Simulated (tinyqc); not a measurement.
Inside a calculation: short-period [001] superlattice in sp3s* tight binding. Values are carried at full precision from step to step, so a last printed digit may differ when a step is redone from the rounded ones.

sp3s* tight binding, nearest neighbours only: anion (a) at 0, cation (c) at a/4 (1,1,1), orbitals s, px, py, pz, s* on each; k in units of 2 pi/a. With phases e_j = exp(i (pi/2) k.n_j) for n = (1,1,1), (1,-1,-1), (-1,1,-1), (-1,-1,1): g0 = (e1+e2+e3+e4)/4, g1 = (e1+e2-e3-e4)/4, g2 = (e1-e2+e3-e4)/4, g3 = (e1-e2-e3+e4)/4. The diagonal holds the levels Esa, Epa, Exa (s*) and Esc, Epc, Exc. Anion-cation block: <sa|sc> = Vss g0; <sa|xc> = Vsapc g1; <xa|sc> = -Vscpa g1; <xa|xc> = Vxx g0; <xa|yc> = <ya|xc> = Vxy g3, <xa|zc> = <za|xc> = Vxy g2, <ya|zc> = <za|yc> = Vxy g1; <s*a|xc> = Vxapc g1; <xa|s*c> = -Vpaxc g1; y and z take g2 and g3 in place of g1; s-s* and s*-s* vanish.

Values chosen for the exercise (A near a published set for GaAs, B for AlAs; shifted at random, so the results belong to these values and not to a real crystal): pA = (-8.364, 1.04, -2.661, 3.666, 8.602, 6.72, -6.448, 1.952, 5.067, 4.486, 5.796, 4.842, 4.799) eV (order Esa, Epa, Esc, Epc, Exa, Exc, Vss, Vxx, Vxy, Vsapc, Vscpa, Vxapc, Vpaxc); pB = (-7.538, 0.983, -1.164, 3.581, 7.497, 6.731, -6.661, 1.883, 4.302, 5.098, 5.482, 4.527, 4.998) eV (the same for B); dEv = 0.49 eV (valence offset: Ev(B) lies this far below Ev(A)); n = 1 (monolayers of A); m = 1 (monolayers of B).

## Band line-up of the two bulk crystals

Edges on the common scale: Ev, the conduction level at Gamma, the minimum on (kx,0,0) for kx from 0.5 to 1, and the level at X.

Edges (eV):
```
crystal       Ev   Gamma  Delta minimum       X
A         0.0000  1.5374         2.0322  2.0322
B        -0.4900  2.5488         1.7747  1.8054
```

For Gamma electrons A is the well, 1.011 eV deep; for X electrons B is, 0.227 eV deep; holes sit in A.

## Shifted levels

Planes alternate anion, cation along [001], a/4 apart; at zero in-plane momentum s, pz, s* form one block. All levels of A are shifted so that its Ev (lower root of [[Epa, Vxx], [Vxx, Epc]]) is 0, and those of B so that its Ev is -dEv. A monolayer is an anion plane and the cation plane above it; an anion between unlike cations takes the mean of the two anion levels; each bond takes the couplings of its cation. Block from an anion to the cation above: U with Vss/2 (s,s), Vsapc/2 (s,z), -Vscpa/2 (z,s), Vxx/2 (z,z), Vxapc/2 (s*,z), -Vpaxc/2 (z,s*); to the cation below: the same with the s-z and s*-z signs reversed. The cell of n + m monolayers is closed with the phase exp(2 pi i q). No spin-orbit coupling. In this block 2 (n + m) levels are filled.

Parameters in the order Esa, Epa, Esc, Epc, Exa, Exc, Vss, Vxx, Vxy, Vsapc, Vscpa, Vxapc, Vpaxc. Find Ev of each set and shift the levels.

Ev before the shift (eV): A 0.0005, B -0.0056

Levels (eV):
```
plane                  s       p      s*
anion A          -8.3645  1.0395  8.6015
cation A         -2.6615  3.6655  6.7195
anion B          -8.0224  0.4986  7.0126
cation B         -1.6484  3.0966  6.2466
interface anion  -8.1935  0.7690  7.8070
```

## The matrix for n = 1, m = 1 at q = 0

Planes in the order a1, c1, a2, c2, ...; the A cations come first.

H (eV), rows sa1, za1, *a1, sc1, zc1, *c1, sa2, za2, *a2, sc2, zc2, *c2 and columns alike:
```
[[-8.193, 0, 0, -3.224, 2.243, 0, 0, 0, 0, -3.330, -2.549, 0],
 [0, 0.769, 0, -2.898, 0.976, -2.400, 0, 0, 0, 2.741, 0.942, 2.499],
 [0, 0, 7.807, 0, 2.421, 0, 0, 0, 0, 0, -2.264, 0],
 [-3.224, -2.898, 0, -2.661, 0, 0, -3.224, 2.898, 0, 0, 0, 0],
 [2.243, 0.976, 2.421, 0, 3.666, 0, -2.243, 0.976, -2.421, 0, 0, 0],
 [0, -2.400, 0, 0, 0, 6.720, 0, 2.400, 0, 0, 0, 0],
 [0, 0, 0, -3.224, -2.243, 0, -8.193, 0, 0, -3.330, 2.549, 0],
 [0, 0, 0, 2.898, 0.976, 2.400, 0, 0.769, 0, -2.741, 0.942, -2.499],
 [0, 0, 0, 0, -2.421, 0, 0, 0, 7.807, 0, 2.264, 0],
 [-3.330, 2.741, 0, 0, 0, 0, -3.330, -2.741, 0, -1.648, 0, 0],
 [-2.549, 0.942, -2.264, 0, 0, 0, 2.549, 0.942, 2.264, 0, 3.097, 0],
 [0, 2.499, 0, 0, 0, 0, 0, -2.499, 0, 0, 0, 6.247]]
```

## Levels of the small cell

Diagonalise (s, pz, s* block of a cell with n = 1, m = 1; px and py are apart). The lowest 4 levels are filled. Give the share of the cation weight of the lowest empty level that lies on the A cations, c1.

levels (eV): [-12.398, -10.082, -7.252, -0.243, 1.899, 1.922, 2.423, 4.395, 6.488, 7.807, 10.072, 11.153]

share on A cations = 0.815

The lowest empty level is number 5, at 1.899 eV.

## Checks

- Cell of two equal monolayers against the bulk levels at Gamma and X: they agree to 1e-10 or better.

Run: tinyqc, `OMP_NUM_THREADS=1 python tinyqc.py 1450967 1450968 out.jsonl`; Intel(R) Xeon(R) Processor @ 2.30GHz, one thread, shared host; about 0.4 s of CPU time with all checks.
